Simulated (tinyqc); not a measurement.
From results back to parameters: Penn model of the dielectric constant and Phillips ionicity. Two cases, with inputs chosen for the exercise.

Problem. eps was computed from a and a hidden C.

n = 32/a^3; Ep^2 = 8 pi c e2 n with c = hbar^2/2m0, e2 = e^2/(4 pi eps0); EF = c (3 pi^2 n)^(2/3); eps = 1 + (Ep/Eg)^2 S with S = 1 - Eg/(4 EF) + (Eg/(4 EF))^2/3, Eg the Penn gap. Core d shells are left out.

Phillips: bond length d = sqrt(3) a/4; homopolar gap Eh = 39.74 d^(-2.48) eV (d in angstrom); Eg^2 = Eh^2 + C^2; ionicity fi = C^2/Eg^2.

Constants: hbar^2/2m0 = 3.80998211 eV angstrom^2; e^2/(4 pi eps0) = 14.39964547 eV angstrom.

Case 1.

Values chosen (out of a larger set: near those of ZnSe; not measured data): a = 5.686 angstrom (cubic lattice constant, 32 valence electrons a cell).

eps = 5.75640

Case 2.

Values chosen (out of a larger set: near those of AlN; not measured data): a = 4.38 angstrom (cubic lattice constant, 32 valence electrons a cell).

eps = 4.49972

Find: Eg; Eh; C; fi.

Solution. eps falls steadily with Eg, so one Eg fits; C^2 = Eg^2 - Eh^2.

Case 1.

Eg = 6.595 eV
Eh = 4.254 eV
C = 5.04 eV
fi = 0.584

Case 2.

Eg = 11.354 eV
Eh = 8.126 eV
C = 7.93 eV
fi = 0.488

Computed by tinyqc, one run a case: `OMP_NUM_THREADS=1 python tinyqc.py N N+1 out.jsonl` with N = 1651433, 1651531; one thread of a shared Intel(R) Xeon(R) Processor @ 2.30GHz, about 0.01 s a run at most.
